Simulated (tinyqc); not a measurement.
MOSFET in saturation, small-signal circuit and noise: effect of the inversion coefficient on speed and noise.

Bias by the inversion coefficient IC = I/Ispec (charge-based model with velocity saturation; weak inversion below 0.1, strong above 10). Common-source circuit: gm, gds, Cgs, Cgd and Cj at the inner nodes, Rg in series with the gate; quasi-static, no source or drain resistance, no gate-body capacitance, no substrate network, no induced gate noise, so fmax is an upper estimate.

Ispec = 2 n mu Cox (W/L) Vt^2, lc = Ls/L, gms = [sqrt((lc IC + 1)^2 + 4 IC) - 1]/[2 + lc (lc IC + 1)], gm = gms Ispec/(n Vt), gds = sg gm. qs = [sqrt(1 + 4 IC) - 1]/2, Cgs = Cox W L qs (2 qs + 3)/(3 (qs + 1)^2) + Cov W, Cgd = Cov W, Cd = Cj W, Rg = Rsh (Wf/L)/(12 Nf) + Rc/W with Nf = W/Wf fingers (not rounded) contacted at both ends. fT = gm/(2 pi (Cgs + Cgd)), fmax = fT/(2 sqrt(Rg (gds + 2 pi fT Cgd))). Channel noise Sid = 4 kB T gam n gm with gam = (1/2 + (2/3) qs)/(1 + qs) + gw lc IC, qs = [sqrt(1 + 4 IC) - 1]/2, lc = Ls/L (the last term an empirical rise with velocity saturation); at the gate, white noise Sw = Sid/gm^2 + 4 kB T Rg. Number fluctuation with correlated mobility: S(f) = K/f, K = q^2 Vt lt Nt/(W L Cox^2) (1 + ac mu Cox I/gm)^2, Vt in eV with Nt per eV. Corner fc = K/Sw. IC is held fixed.

Values chosen for this exercise:

| symbol | value | unit | meaning |
|---|---|---|---|
| T | 400 | K | temperature |
| L | 350 | nm | gate length |
| W | 5 | um | total gate width |
| Cox | 1.93 | uF/cm^2 | gate capacitance |
| mu | 190 | cm^2/(V s) | mobility |
| n | 1.3 |  | slope factor |
| Ls | 15 | nm | velocity-saturation length |
| sg | 0.0091 |  | ratio gds/gm |
| Cov | 0.32 | fF/um | overlap and fringe capacitance per side |
| Cj | 0.89 | fF/um | drain junction capacitance |
| Rsh | 15 | ohm | sheet resistance of the gate |
| Wf | 2 | um | finger width |
| Rc | 300 | ohm um | gate contact and vertical resistance |
| gw | 0.11 |  | short-channel excess of the noise factor |
| Nt | 1.6e18 | cm^-3 eV^-1 | oxide trap density |
| lt | 0.1 | nm | tunnelling length into the oxide |
| ac | 3000 | V s/C | Coulomb scattering coefficient |

Constants: q = 1.602176634e-19 C, kB = 1.380649e-23 J/K, Vt = kB T/q. Results are converted to the units shown.

The same in every row: Rg (ohm) = 62.857.

Results:

| IC | I (uA) | fT (GHz) | fmax (GHz) | sqrt(Sw) (nV/Hz^0.5) | fc (MHz) |
|---|---|---|---|---|---|
| 0.03 | 0.48548 | 0.40372 | 12.492 | 37.141 | 0.17383 |
| 0.3 | 4.8548 | 1.4805 | 23.583 | 13.331 | 1.3768 |
| 1 | 16.183 | 2.4411 | 29.873 | 8.6598 | 3.3797 |
| 3 | 48.548 | 3.9654 | 37.656 | 6.2355 | 6.9394 |
| 10 | 161.83 | 6.9974 | 49.622 | 4.6236 | 14.273 |
| 30 | 485.48 | 11.866 | 64.347 | 3.7634 | 26.093 |

Estimate the missing row, IC = 0.1.

Computed row:

| IC | I (uA) | fT (GHz) | fmax (GHz) | sqrt(Sw) (nV/Hz^0.5) | fc (MHz) |
|---|---|---|---|---|---|
| 0.1 | 1.6183 | 0.88267 | 18.378 | 21.183 | 0.53759 |

With this row back in the table: As IC goes from 0.03 to 30, fT rises from 0.404 to 11.9 GHz, fmax rises from 12.5 to 64.3 GHz, the white noise falls from 37.1 to 3.76 nV/Hz^0.5 and the corner rises from 0.174 to 26.1 MHz. In every row fmax exceeds 4 fT, where channel resistance and substrate losses, left out here, would cap it.

Program tinyqc, `OMP_NUM_THREADS=1 python tinyqc.py 2150001 2150002 out.jsonl`; Intel Xeon 2.30GHz, shared host, one thread, about 0.01 s.
